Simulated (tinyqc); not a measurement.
Frequency dispersion of an accumulation capacitance by border traps, distributed model: one step of the calculation.

Traps spread evenly through the insulator exchange electrons with the semiconductor by tunnelling, with tau(x) = t0 exp(2 ka x) at depth x from the interface. The admittance per area Y seen at depth x obeys dY/dx = -Y^2/(i w eps0 eox) + q Nb ln(1 + i w tau)/tau, with Y(0) = i w Cs and w = 2 pi f; the gate sees Y(tox) = G + i w C. Working variable y = Y/(i w), in uF/cm^2. Cox = eps0 eox/tox.

Task. Scales and lumped estimate. Cox; trap-free value 1/(1/Cox + 1/Cs); response depth d = ln(1/(w t0))/(2 ka), where w tau = 1; lumped estimate: all traps within d act as C_bt = q Nb d placed at d/2, so C = 1/{1/[1/(1/Cs + d/(2 eps0 eox)) + C_bt] + (tox - d/2)/(eps0 eox)}.

Parameters, values chosen for the exercise; permittivity close to that of aluminium oxide:
```
symbol,value,unit,meaning
eox,8.56,,relative permittivity of the insulator
tox,10,nm,insulator thickness
Cs,0.88,uF/cm^2,semiconductor capacitance in accumulation
Nb,5.8e19,cm^-3 eV^-1,density of border traps
ka,5.7,1/nm,decay constant of the wave function in the insulator
t0,1e-10,s,time constant of a trap at the interface
f,1e6,Hz,frequency
```

Constants: q = 1.602176634e-19 C, eps0 = 8.8541878128e-14 F/cm where lengths are in cm. Results are converted to the units shown.

Find: Cox; trap-free C; d; C_bt; lumped C.

Result.

Cox = 0.75792 uF/cm^2
trap-free C = 0.40720 uF/cm^2
d = 0.64671 nm
C_bt = 0.60096 uF/cm^2
lumped C = 0.50844 uF/cm^2

The traps within reach amount to 0.683 Cs and lie in the first 6.47 % of the insulator.

Program tinyqc, `OMP_NUM_THREADS=1 python tinyqc.py 2202189 2202190 out.jsonl`; Intel Xeon 2.30GHz, shared host, one thread, about 0.6 s.
